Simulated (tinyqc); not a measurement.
When the interface binds a state: heterojunction of two tight-binding chains.

Left chain: hopping -t1, sites at 2 t1 (band bottom 0). Right chain: hopping -t2, sites at dE + 2 t2 (bottom dE). t = c/(m a^2), c = hbar^2/2m0. The bond across the interface is -tc with tc = f sqrt(t1 t2), and the last left site has the extra energy U. In a chain E = bottom + 2t (1 - cos(ka)); the surface Green function of a half chain is g = -exp(ika)/t, with Im k > 0 where cos(ka) > 1.

Constants: hbar^2/2m0 = 3.80998211 eV angstrom^2.

Parameters, chosen for this exercise (masses and offset of the size met at InGaAs / InP; the results hold for these values, not for the real material):

| symbol | value | unit | meaning |
|---|---|---|---|
| a | 2.8 | angstrom | site spacing |
| m1 | 0.037 | m0 | mass on the left |
| m2 | 0.073 | m0 | mass on the right |
| dE | 0.27 | eV | band offset |
| f | 1 |  | factor on the interface hopping |

A state below both bands solves E - 2 t1 - U - S1(E) - S2(E) = 0 for E < 0, with S1 = -t1 z1, S2 = -(tc^2/t2) z2 and |z| < 1 the decaying root of z + 1/z = 2 - (E - bottom)/t. Decay lengths -a/ln|z|. The threshold is the U that solves the equation at E = 0. A dash: no bound state.

Interface state:

| U (eV) | E (eV) | decay left (angstrom) | decay right (angstrom) |
|---|---|---|---|
| -0.72 | - | - | - |
| -1.44 | - | - | - |
| -2.15 | - | - | - |
| -2.63 | -0.0037 | 166.3 | 13.8 |
| -3.11 | -0.0273 | 61.5 | 13.3 |
| -3.83 | -0.0877 | 34.3 | 12.1 |
| -4.78 | -0.1999 | 22.7 | 10.6 |
| -7.18 | -0.6191 | 12.9 | 7.7 |

threshold U = -2.3921 eV

How do the results move, and what explains it?

The step pushes the state out, so an attraction must exceed 2.3921 eV to bind; 5 of the 8 rows are bound. At U = -7.18 eV the state decays over 12.9 angstrom to the left and 7.7 to the right, where the band lies higher.

Program tinyqc; command `OMP_NUM_THREADS=1 python tinyqc.py 1451974 1451975 out.jsonl`; about 0.01 s on one thread of a shared Intel(R) Xeon(R) Processor @ 2.30GHz.
